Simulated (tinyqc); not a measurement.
A spin-degenerate level with charging energy between two leads, rate equations: current against bias.

States 0, up, down and 2 with energies 0, e1 - Ez/2, e1 + Ez/2 and 2 e1 + U. mu_L = +V/2, mu_R = -V/2 (meV), f(x) = 1/(1 + exp(x/kB T)). A transition that adds one electron of given spin at the energy E has the rate G f(E - mu) from each lead, and its reverse G [1 - f(E - mu)]. I counts electrons leaving the left lead, times q.

Transition energies: 0-up e1 - Ez/2, 0-down e1 + Ez/2, up-2 e1 + U + Ez/2, down-2 e1 + U - Ez/2. dp/dt = W p; W_ji is the rate from state i to j, and each column sums to zero. Steady state: W p = 0 with sum p = 1. I = q GL sum over transitions i-j of [fL p_i - (1 - fL) p_j].

Values chosen for this exercise:
```
symbol   value  unit                                 meaning
U         10.8   meV  charging energy of the second electron
e1      -13.71   meV                                   level
GL         3.4  1/ns            tunnel rate to the left lead
GR         4.7  1/ns           tunnel rate to the right lead
T            3     K                             temperature
Ez         2.8   meV                        Zeeman splitting
```

Constants: q = 1.602176634e-19 C, kB = 1.380649e-23 J/K, Vt = kB T/q. Results are converted to the units shown.

Results:
```
V (mV),I (pA),I (GL + GR)/(q GL GR),mean number,p(up) - p(down)
1.08,7.134,0.02257,1.987,0.0135
4.06,278.8,0.8820,1.488,0.512
7.04,318.5,1.008,1.415,0.562
10.02,392.4,1.241,1.280,0.0530
12.99,400.0,1.266,1.266,1.87e-4
15.97,400.0,1.266,1.266,6.14e-7
18.95,400.0,1.266,1.266,8.77e-6
21.93,400.4,1.267,1.265,2.77e-3
24.91,435.4,1.377,1.201,0.244
27.89,450.7,1.426,1.173,0.333
30.86,590.9,1.870,0.9152,0.0757
36.82,632.2,2.000,0.8395,9.63e-7
```

Estimate the missing row, V = 33.84 mV.

Computed row:
```
V (mV),I (pA),I (GL + GR)/(q GL GR),mean number,p(up) - p(down)
33.84,632.0,1.999,0.8398,3.06e-4
```

With this row back in the table: The scaled current rises from 0.0226 to 2.00. A transition enters the bias window when V = 2 |E|: at 3.02, 8.62, 24.6, 30.2 mV, each step a few kB T = 0.259 meV wide. With all four transitions inside, the scaled current tends to 2 and the mean number to 2 GL/(GL + GR) = 0.840; the last row has 2.00 and 0.840.

Range of the model: Rate equations need hbar G well below kB T; cotunnelling and the Kondo effect are left out.

Computed by the program tinyqc: `OMP_NUM_THREADS=1 python tinyqc.py 2780006 2780007 out.jsonl`, one thread of a shared Intel Xeon 2.30GHz, about 0.01 s for the whole run.
